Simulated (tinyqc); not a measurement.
The size of the error: propagation of a band-gap error through k.p and effective-mass formulas.

Chain, for a gap E (the reference Eg or another value), with Ep and Dso kept: 1/me = 1 + Ep (E + 2 Dso/3)/(E (E + Dso)); g* = 2 - 2 Ep Dso/(3 E (E + Dso)); g1(E) = g1 + (Ep/3)(1/E - 1/Eg), g2(E) = g2 + (Ep/6)(1/E - 1/Eg), light hole 1/(g1 + 2 g2), heavy hole 1/(g1 - 2 g2) along [100]; optical constant ei(E) = 1 + (ei - 1)(EP/(EP + E - Eg))^2, static e0(E) = ei(E) + e0 - ei.

Donor: R = Ry me/e0^2, a_B = a0 e0/me, Mott density (0.26/a_B)^3. Nc, Nv = 2 (m kT/(4 pi c))^(3/2), c = hbar^2/2m0, ni = sqrt(Nc Nv) exp(-E/2kT). Exciton: Ry mu/e0^2 with 1/mu = 1/me + g1(E). 1 angstrom^-3 = 1e24 cm^-3.

Constants: Ry = 13.60569312 eV; a0 (Bohr radius) = 0.5291772105 angstrom; kB = 8.617333262e-05 eV/K; hbar^2/2m0 = 3.80998211 eV angstrom^2.

Values chosen for the exercise (reference values near those of InSb, gap at low temperature; shifted at random, so the results belong to these values and not to a real crystal): Eg = 0.236 eV (gap at Gamma to the s-like level); Dso = 0.825 eV (spin-orbit splitting); Ep = 23.7 eV (Kane energy); g1 = 34.88 (Luttinger gamma1); g2 = 15.45 (gamma2); e0 = 17.08 (static dielectric constant); ei = 15.63 (optical dielectric constant); EP = 3.67 eV (mean (Penn) gap); mh = 0.41 m0 (density-of-states mass of the holes); T = 77 K (temperature).

E = f Eg; ratios against f = 1.

Results:

| f | E (eV) | me ratio | light-hole ratio | e0 ratio | donor ratio | Mott ratio | g* | log10 ni ratio |
|---|---|---|---|---|---|---|---|---|
| 0.25 | 0.059 | 0.271 | 0.247 | 1.089 | 0.229 | 0.0155 | -247.923 | 5.37 |
| 0.40 | 0.094 | 0.426 | 0.396 | 1.070 | 0.372 | 0.0631 | -148.188 | 4.36 |
| 0.60 | 0.142 | 0.624 | 0.596 | 1.046 | 0.571 | 0.213 | -93.236 | 2.94 |
| 0.80 | 0.189 | 0.815 | 0.797 | 1.022 | 0.780 | 0.507 | -66.102 | 1.48 |
| 1.00 | 0.236 | 1.000 | 1.000 | 1.000 | 1.000 | 1.00 | -50.058 | 0.00 |
| 1.20 | 0.283 | 1.180 | 1.204 | 0.978 | 1.232 | 1.75 | -39.534 | -1.49 |
| 1.50 | 0.354 | 1.441 | 1.513 | 0.947 | 1.605 | 3.52 | -29.232 | -3.74 |
| 2.00 | 0.472 | 1.859 | 2.036 | 0.900 | 2.296 | 8.82 | -19.293 | -7.52 |

What does the comparison show?

Between f = 0.8 and 1.2 the mean powers d ln(ratio)/d ln f are 0.91 for me, 1.02 for the light hole, -0.11 for e0, 1.13 for the donor energy and 3.06 for the Mott density; ni moves by -3.15 decades per 0.1 eV, against -0.1 eV/(2 kT ln 10) = -3.27 from the exponential alone, the rest coming from Nc through me^(3/4). g* keeps its sign, from -247.92 to -19.29.

Computed by tinyqc, a small Python program: `OMP_NUM_THREADS=1 python tinyqc.py 1851212 1851213 out.jsonl` (the numbers bound the seed that draws the inputs); one thread of a shared host (Intel(R) Xeon(R) Processor @ 2.30GHz), about 0.01 s for the whole set of steps.
